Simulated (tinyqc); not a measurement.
Worked calculation: sp3 tight binding, zinc-blende lattice. One step of it, computed by the program tinyqc.

Question. Bloch Hamiltonian at G. Slater-Koster rules over the four bonds with direction cosines (l, m, n): ss V_ss; s-px l V_sp; px-s -l V_sp; px-px l^2 V_pps + (1 - l^2) V_ppp; px-py l m (V_pps - V_ppp); each times exp(i k.d).

Parameters chosen for this model: zinc-blende lattice, anion at 0, cation at a/4 (1,1,1); V = eta hbar^2 / (m d^2), hbar^2/m = 7.619964 eV angstrom^2:
```
parameter          value      unit
a               4.810000  angstrom
d               2.082791  angstrom
Es anion      -13.630000        eV
Ep anion       -7.560000        eV
Es cation     -13.630000        eV
Ep cation      -7.560000        eV
eta ss         -1.400000
eta sp          1.890000
eta pp sigma    3.230000
eta pp pi      -0.680000
V ss           -2.459176        eV
V sp            3.319887        eV
V pp sigma      5.673669        eV
V pp pi        -1.194457        eV
```

k point G (2 pi / a): 0  0  0

Give: H(k) at G.

Answer.

H(k) at G (eV), lower triangle:
```
           a s     a px     a py     a pz       c s     c px     c py     c pz
a s   -13.6300
a px    0.0000  -7.5600
a py    0.0000   0.0000  -7.5600
a pz    0.0000   0.0000   0.0000  -7.5600
c s    -9.8367   0.0000   0.0000   0.0000  -13.6300
c px    0.0000   4.3797   0.0000   0.0000    0.0000  -7.5600
c py    0.0000   0.0000   4.3797   0.0000    0.0000   0.0000  -7.5600
c pz    0.0000   0.0000   0.0000   4.3797    0.0000   0.0000   0.0000  -7.5600
```
